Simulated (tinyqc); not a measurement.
Time-dependent dielectric breakdown: cell percolation, Weibull statistics, area scaling and voltage extrapolation: one step, computed by the program tinyqc. Command: `OMP_NUM_THREADS=1 python tinyqc.py 3020583 3020584 out.jsonl tddb walk`. One thread of a shared host (Intel(R) Xeon(R) Processor @ 2.30GHz), about 0.01 s of CPU time with the checks.

The oxide is divided into columns of area a^2, each holding m = t_ox/a cells (m is taken as continuous). A share lambda(t) = (t/t_1)^alpha of the cells is defective, and a column whose cells are all defective breaks down.

Task: Projection to use conditions. All three voltage laws share the slope n at the stress voltage. Factor t(V_u)/t(V): E law exp(n (1 - V_u/V)); 1/E law exp(n (V/V_u - 1)); power law (V/V_u)^n. Temperatures in kelvin are T(C) + 273.15. Temperature factor exp[(E_a/k_B)(1/T_u - 1/T)]; area factor (A/A_u)^(1/beta); percentile factor (-ln(1 - F))^(1/beta); life = t63 x all four; 1 year = 3.15576e7 s.

Inputs (values chosen for the exercise, for a model gate oxide):

| quantity | value | unit |
|---|---|---|
| test area A | 70 | um^2 |
| product area A_u | 1e+06 | um^2 |
| stress voltage V | 4.82 | V |
| use voltage V_u | 2.5 | V |
| local exponent n = -d ln t/d ln V at the stress voltage | 38 | - |
| activation energy E_a | 0.75 | eV |
| stress temperature T | 105 | C |
| use temperature T_u | 55 | C |
| allowed failure fraction F | 0.01 | - |

Voltage law used: power.

Weibull slope beta = 1.209

characteristic life t63 = 74612.74 s

Constants: k_B = 8.617333262e-05 eV/K.

Give: voltage factor; temperature factor; area factor; percentile factor; projected life.

Result:

voltage factor = 6.824e+10

temperature factor = 33.34

area factor = 3.659e-04

percentile factor = 0.02226

projected life = 43823 years

Area and percentile together cost 5.1 decades, voltage and temperature return 12.4; a ten-year target is met. Caution: t_1 is an input here; in a real oxide it changes with thickness at fixed voltage. Caution: a voltage factor of more than nine decades rests wholly on the chosen law and cannot be tested.
